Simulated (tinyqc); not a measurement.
Hubbard chain of 4 sites, step by step. Computed by tinyqc, a small Python program that keeps every step. Settings: hopping = 1.24, U = 10.5, mixing = 0.2, iteration cap = 67. Command: `OMP_NUM_THREADS=1 python tinyqc.py 29698 29699 out.jsonl` (the two numbers bound the seeds that draw the settings). One thread of a shared host (Intel(R) Xeon(R) Processor @ 2.60GHz), about 0.2 s of CPU time with the checks. Later iterations appear only in the table of the cycle.

## Mean-field iteration 1

one-body matrix (hopping and site energies) (eV):
```
         1        2        3        4
1   0.0000  -1.2400   0.0000   0.0000
2  -1.2400   0.0000  -1.2400   0.0000
3   0.0000  -1.2400   0.0000  -1.2400
4   0.0000   0.0000  -1.2400   0.0000
```

U = 10.5000 eV

electrons, up and down: 1  1

mixing = 0.2000

n(up) at the start (a guess, not normalised): 1 0.7000, 2 0.0000, 3 0.7000, 4 0.0000

n(down) at the start (a guess): 1 0.0000, 2 0.7000, 3 0.0000, 4 0.7000

H(up) = T + U n(down), H(down) = T + U n(up); fill the lowest levels; n(new) = n + mixing (n(out) - n); E = tr T (rho up + rho down) + U sum n_up n_down of the output.

levels, up (eV): -0.5120  -0.0791  7.4291  7.8620

levels, down (eV): -0.5120  -0.0791  7.4291  7.8620

energy = -1.1995 eV

n(up) after iteration 1: 1 0.6119, 2 0.0088, 3 0.6959, 4 0.0034

n(down) after iteration 1: 1 0.0034, 2 0.6959, 3 0.0088, 4 0.6119

## Mean-field iteration 2

As before.

levels, up (eV): -0.4601  -0.0362  6.6130  7.7433

levels, down (eV): -0.4601  -0.0362  6.6130  7.7433

energy = -1.2512 eV

n(up) after iteration 2: 1 0.5468, 2 0.0162, 3 0.6861, 4 0.0069

n(down) after iteration 2: 1 0.0069, 2 0.6861, 3 0.0162, 4 0.5468

## Mean-field iteration 3

As before.

levels, up (eV): -0.4205  0.0037  5.9666  7.6382

levels, down (eV): -0.4205  0.0037  5.9666  7.6382

energy = -1.2885 eV

n(up) after iteration 3: 1 0.4975, 2 0.0225, 3 0.6742, 4 0.0106

n(down) after iteration 3: 1 0.0106, 2 0.6742, 3 0.0225, 4 0.4975

## Convergence

Each step fills the lowest levels of T + U n(other spin) and sets n(new) = n + mixing (n(out) - n); stop when output and input agree to 1e-8.

Course of the cycle:
```
iteration     E (eV)  largest |n(out) - n(in)|  mean |n_up - n_down|
1          -1.199541                  4.41e-01                0.4389
2          -1.251155                  3.26e-01                0.4333
3          -1.288538                  2.46e-01                0.4271
4          -1.317156                  1.94e-01                0.4206
5          -1.341305                  1.62e-01                0.4138
6          -1.365141                  1.45e-01                0.4067
7          -1.394355                  1.41e-01                0.3990
8          -1.438477                  1.48e-01                0.3901
9          -1.512893                  1.64e-01                0.3791
10         -1.635426                  1.82e-01                0.3643
11         -1.809979                  1.93e-01                0.3856
...              ...                       ...                   ...
57         -2.725688                  4.98e-04                0.4797
58         -2.725688                  4.29e-04                0.4796
59         -2.725688                  3.69e-04                0.4796
60         -2.725688                  3.18e-04                0.4796
61         -2.725688                  2.74e-04                0.4796
62         -2.725688                  2.36e-04                0.4796
63         -2.725688                  2.03e-04                0.4796
64         -2.725688                  1.75e-04                0.4796
65         -2.725689                  1.51e-04                0.4796
66         -2.725689                  1.30e-04                0.4796
67         -2.725689                  1.12e-04                0.4796
```

Not converged within 67 iterations: the residual falls steadily but slowly, by a factor of about 0.86 a step. The lowest mean-field energy found from random starts is -2.72569 eV. Reruns (cap 100 unless said): mixing 0.5: converged in 47 (E = -2.72569); mixing 0.9: converged in 22 (E = -2.72569); the original settings with a cap of 400: converged in 131 (E = -2.72569).

## The many-body Hamiltonian

Basis: all placements (u, d, 2, 0 on each site), up operators ordered before down ones; hops carry the sign of the same-spin electrons passed.

H (eV):
```
         2000     ud00     u0d0     u00d     du00     0200     0ud0     0u0d
2000  10.5000  -1.2400   0.0000   0.0000  -1.2400   0.0000   0.0000   0.0000
ud00  -1.2400   0.0000  -1.2400   0.0000   0.0000  -1.2400   0.0000   0.0000
u0d0   0.0000  -1.2400   0.0000  -1.2400   0.0000   0.0000  -1.2400   0.0000
u00d   0.0000   0.0000  -1.2400   0.0000   0.0000   0.0000   0.0000  -1.2400
du00  -1.2400   0.0000   0.0000   0.0000   0.0000  -1.2400   0.0000   0.0000
0200   0.0000  -1.2400   0.0000   0.0000  -1.2400  10.5000  -1.2400   0.0000
0ud0   0.0000   0.0000  -1.2400   0.0000   0.0000  -1.2400   0.0000  -1.2400
0u0d   0.0000   0.0000   0.0000  -1.2400   0.0000   0.0000  -1.2400   0.0000
d0u0   0.0000   0.0000   0.0000   0.0000  -1.2400   0.0000   0.0000   0.0000
0du0   0.0000   0.0000   0.0000   0.0000   0.0000  -1.2400   0.0000   0.0000
0020   0.0000   0.0000   0.0000   0.0000   0.0000   0.0000  -1.2400   0.0000
00ud   0.0000   0.0000   0.0000   0.0000   0.0000   0.0000   0.0000  -1.2400
d00u   0.0000   0.0000   0.0000   0.0000   0.0000   0.0000   0.0000   0.0000
0d0u   0.0000   0.0000   0.0000   0.0000   0.0000   0.0000   0.0000   0.0000
00du   0.0000   0.0000   0.0000   0.0000   0.0000   0.0000   0.0000   0.0000
0002   0.0000   0.0000   0.0000   0.0000   0.0000   0.0000   0.0000   0.0000

         d0u0     0du0     0020     00ud     d00u     0d0u     00du     0002
2000   0.0000   0.0000   0.0000   0.0000   0.0000   0.0000   0.0000   0.0000
ud00   0.0000   0.0000   0.0000   0.0000   0.0000   0.0000   0.0000   0.0000
u0d0   0.0000   0.0000   0.0000   0.0000   0.0000   0.0000   0.0000   0.0000
u00d   0.0000   0.0000   0.0000   0.0000   0.0000   0.0000   0.0000   0.0000
du00  -1.2400   0.0000   0.0000   0.0000   0.0000   0.0000   0.0000   0.0000
0200   0.0000  -1.2400   0.0000   0.0000   0.0000   0.0000   0.0000   0.0000
0ud0   0.0000   0.0000  -1.2400   0.0000   0.0000   0.0000   0.0000   0.0000
0u0d   0.0000   0.0000   0.0000  -1.2400   0.0000   0.0000   0.0000   0.0000
d0u0   0.0000  -1.2400   0.0000   0.0000  -1.2400   0.0000   0.0000   0.0000
0du0  -1.2400   0.0000  -1.2400   0.0000   0.0000  -1.2400   0.0000   0.0000
0020   0.0000  -1.2400  10.5000  -1.2400   0.0000   0.0000  -1.2400   0.0000
00ud   0.0000   0.0000  -1.2400   0.0000   0.0000   0.0000   0.0000  -1.2400
d00u  -1.2400   0.0000   0.0000   0.0000   0.0000  -1.2400   0.0000   0.0000
0d0u   0.0000  -1.2400   0.0000   0.0000  -1.2400   0.0000  -1.2400   0.0000
00du   0.0000   0.0000  -1.2400   0.0000   0.0000  -1.2400   0.0000  -1.2400
0002   0.0000   0.0000   0.0000  -1.2400   0.0000   0.0000  -1.2400  10.5000
```

## Exact diagonalisation (16 states)

Lowest levels of the sector, and the double occupancy of the lowest state.

lowest levels (eV): -3.0381  -2.7727  -1.5219  -1.2400  -0.3972  -0.1594

double occupancy per site = 0.0055

## The lowest level by Lanczos steps

From a random start vector (not printed): a_j = <q_j|H|q_j>, b_j = norm of the remainder after orthogonalising; the Ritz value is the lowest eigenvalue of the tridiagonal matrix of a and b so far.

Lanczos:
```
j   a_j (eV)  b_j (eV)  lowest Ritz value (eV)
1     0.9417    4.7742                0.941745
2     7.2081    3.2140               -1.635589
3     1.0712    2.0963               -2.448870
4     1.1321    3.9820               -2.762708
5     8.7253    2.9455               -2.947903
6     1.4134    1.5366               -3.004898
7     4.8085    5.6706               -3.010271
8     4.8397    2.2103               -3.017405
9    -0.6125    1.9570               -3.027806
10    8.2328    4.2409               -3.033043
```
